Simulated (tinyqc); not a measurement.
Front-illuminated p-i-n photodiode, quantum efficiency and bandwidth: one step of the calculation.

Light enters through a p layer (0 to xp), a depleted layer (xp to xp + wi) and a thick n substrate, decaying as exp(-al x); one pass, no back reflection. Carriers made in the depleted layer are all collected; those in the neutral layers diffuse.

Task. Response at one frequency. Drift response for pairs made in the depleted layer, a = al wi, g = 1 - exp(-a), u = 2 pi i f, te = wi/ve, th = wi/vh: electrons He = [g - a (exp(-a) - exp(-u te))/(u te - a)]/(u te g), holes Hh = [g - a (1 - exp(-a - u th))/(a + u th)]/(u th g); C = eps0 eps_r pi (dia/2)^2/wi + Cp; total |He + Hh|/sqrt(1 + (2 pi f RL C)^2), for the current of the depleted layer alone.

Values chosen for this exercise; values close to those of germanium at this wavelength:
- al = 1560 1/cm (absorption coefficient)
- eps_r = 16.8 (relative permittivity)
- wi = 7.3 um (thickness of the depleted layer)
- ve = 5.76e6 cm/s (electron drift velocity)
- vh = 4.07e6 cm/s (hole drift velocity)
- dia = 330 um (diameter)
- RL = 50 ohm (load resistance)
- Cp = 20 fF (parasitic capacitance)
- f = 2.2 GHz (modulation frequency)

Constants: eps0 = 8.8541878128e-14 F/cm where lengths are in cm. Results are converted to the units shown.

Find: te; th; He; Hh; |He + Hh|; C; total response.

Result.

te = 126.74 ps
th = 179.36 ps
He = 0.43731-0.31818i
Hh = 0.26152-0.22956i
|He + Hh| = 0.88790
C = 1762.8 fF
total response = 0.56331

The drift response alone falls to 1/sqrt(2) at 3.76 GHz and the RC term alone at 1.81 GHz; together they give 1.58 GHz for this part of the current; the diffusion currents, left out, respond on their own time scales.

tinyqc, about 0.01 s, one thread, Intel Xeon 2.30GHz (shared host): `OMP_NUM_THREADS=1 python tinyqc.py 2250134 2250135 out.jsonl`
